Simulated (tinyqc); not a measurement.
From results back to parameters: Peierls distortion of a half-filled chain. Three cases, with inputs chosen for the exercise.

Problem. The gap 2D and the difference 4 u0 between long and short bonds are given; al and K are hidden. Equilibrium: 1 = (4 al^2/K) mean(sin^2 x/|E|).

Atoms move by +/- u, so bonds change by -/+ 2u and hoppings are t +/- 2 al u. Bands E = -/+ sqrt((2 t cos x)^2 + D^2 sin^2 x) with D = 4 al u, x = k a in (0, pi/2); the gap is 2D. Energy per atom at zero temperature: E(u) = -mean_x sqrt(...) + 2 K u^2; exactly, the mean is (4t/pi) E(1 - z^2), z = D/2t, E the complete elliptic integral of the second kind with parameter m. Coupling lambda = 2 al^2/(pi t K).

Find: al; mean(sin^2 x/|E|); K.

Method. gap = 8 al u0 = 2 al (4 u0) gives al; the mean follows from t and D, equal to (K(m) - E(m))/(pi t m) with m = 1 - z^2; then K = 4 al^2 mean.

Case 1.

Values chosen: t = 2.82 eV (hopping of the even chain).
gap = 0.62942 eV
4 u0 = 0.052451 angstrom

Solution.

al = 6.00 eV/angstrom
mean(sin^2 x/|E|) = 0.3701 1/eV
K = 53.3 eV/angstrom^2

Case 2.

Values chosen: t = 2.49 eV (hopping of the even chain).
gap = 3.33712 eV
4 u0 = 0.314823 angstrom

Solution.

al = 5.30 eV/angstrom
mean(sin^2 x/|E|) = 0.2029 1/eV
K = 22.8 eV/angstrom^2

Case 3.

Values chosen: t = 1.69 eV (hopping of the even chain).
gap = 1.87683 eV
4 u0 = 0.170621 angstrom

Solution.

al = 5.50 eV/angstrom
mean(sin^2 x/|E|) = 0.3298 1/eV
K = 39.9 eV/angstrom^2

Computed by tinyqc, one run a case: `OMP_NUM_THREADS=1 python tinyqc.py N N+1 out.jsonl` with N = 1682714, 1682732, 1682747; one thread of a shared Intel(R) Xeon(R) Processor @ 2.30GHz, about 0.07 s a run at most.
